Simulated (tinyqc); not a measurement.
Worked calculation: electron-beam lithography: double-Gaussian proximity function, edge placement and dose correction for parallel lines. Computed by tinyqc, a small Python program that keeps every step. Command: `OMP_NUM_THREADS=1 python tinyqc.py 3114371 3114372 out.jsonl proximity walk`. One thread of a shared host (Intel(R) Xeon(R) Processor @ 2.30GHz), about 0.01 s of CPU time with the checks. Intermediate numbers are printed to about 6 digits and carried at full precision; extremes and crossings named in words are read from the listed rows.

Lines are infinitely long. Absorbed energy is counted so that the middle of a very large area written at dose 1 receives 1; the resist develops where it exceeds 1/2.

Inputs (values chosen for the exercise, of the order of those for 30 keV electrons in resist on silicon):
```
quantity                              value               unit
forward range alpha                   0.022         micrometre
backscatter range beta                  4.2         micrometre
backscatter ratio eta                  0.59                  -
base dose D0                            180  microcoulomb/cm^2
beam current                            4.2                 nA
pixel size                                2                 nm
width of the test line                0.059         micrometre
pattern density around the test line   0.44                  -
```

line widths (micrometre): 0.084  3.6  0.11  1.2  0.061

gaps between the lines (micrometre): 1.8  0.16  0.085  0.12

Constants: e = 1.602176634e-19 C.

## Layout

The first line starts at x = 0; each next one starts after the width and the gap.

Lines (micrometre):
```
line  left edge  right edge  centre
1         0.000       0.084  0.0420
2         1.884       5.484  3.6840
3         5.644       5.754  5.6990
4         5.839       7.039  6.4390
5         7.159       7.220  7.1895
```

## Interaction matrix

f(r) = [exp(-r^2/alpha^2)/alpha^2 + eta exp(-r^2/beta^2)/beta^2]/(pi (1 + eta)). A line from a to b at dose d gives E(x) = d [S(alpha) + eta S(beta)]/(1 + eta), S(s) = [erf((b - x)/s) - erf((a - x)/s)]/2. M_ij is the mean of E at the two edges of line i from line j at dose 1.

M:
```
          1         2         3         4         5
1  0.318652  0.086873  0.000894  0.006027  0.000168
2  0.002118  0.458173  0.003936  0.037538  0.001597
3  0.000683  0.137904  0.319947  0.057610  0.002680
4  0.000442  0.115018  0.005214  0.372692  0.002889
5  0.000231  0.091239  0.004834  0.057566  0.317478
```

## Dose correction

Uncorrected edge energies are M 1. Solve M d = 1/2 for the doses d that put the mean edge energy of every line at the threshold.

edge energies at dose 1: 1 0.412613, 2 0.503361, 3 0.518825, 4 0.496256, 5 0.471348

corrected doses: 1 1.27670, 2 0.99052, 3 0.94160, 4 1.01275, 5 1.09135

largest over smallest dose = 1.35589

Line 1 needs the most and line 3 the least; a narrow isolated line much wider than alpha would need 1 + eta = 1.59.

## Printed widths

Edges are the roots of E(x) = 1/2 between a line centre and the middle of the next gap. Three cases: dose 1 everywhere; one common dose equal to the mean of d; the corrected doses.

Width error, printed less drawn (nm):
```
line  drawn width (nm)    dose 1  mean dose  corrected
1                   84  -11.0648   -7.24927   0.000265
2                 3600    0.4187    4.08754   0.001270
3                  110    2.3366    6.02334   0.000249
4                 1200   -0.4609    3.20598   0.004430
5                   61   -3.5623    0.09919   0.000280
```

With the common mean dose the errors span 13.3 nm. With corrected doses the largest error is below 0.01 nm.

## Dose to size and latitude

A test line of width w << beta in surroundings of density rho, all at dose d: near its edge E(x) = d [S + eta rho]/(1 + eta), S = [erf((b - x)/alpha) - erf((a - x)/alpha)]/2 for edges a and b, the second term being the background energy. Dose to size d_s = (1 + eta)/(erf(w/alpha) + 2 eta rho), dose = d_s D0; edge slope d [1 - exp(-w^2/alpha^2)]/(sqrt(pi) alpha (1 + eta)); width change per 1 % of dose = 2 x 0.01 x (1/2)/slope.

dose to size d_s = 1.04671

dose = 188.407 microcoulomb/cm^2

edge slope = 0.0168695 1/nm

width change per 1 % of dose = 0.592785 nm

background energy = 0.170896

The background supplies 34 % of the threshold.

## Shot noise and writing time

With dose = d_s D0: electrons per pixel N = dose x pixel area/e; relative noise 1/sqrt(N); time per cm^2 of pattern area = dose x density/current; pixel rate = current/(dose x pixel area).

electrons per pixel = 47.0378

shot noise = 14.5806 %

writing time per cm^2 = 5.48275 h

pixel rate = 557.304 MHz

Checks made by the program: corrected edge energies (relative difference below 1e-10).
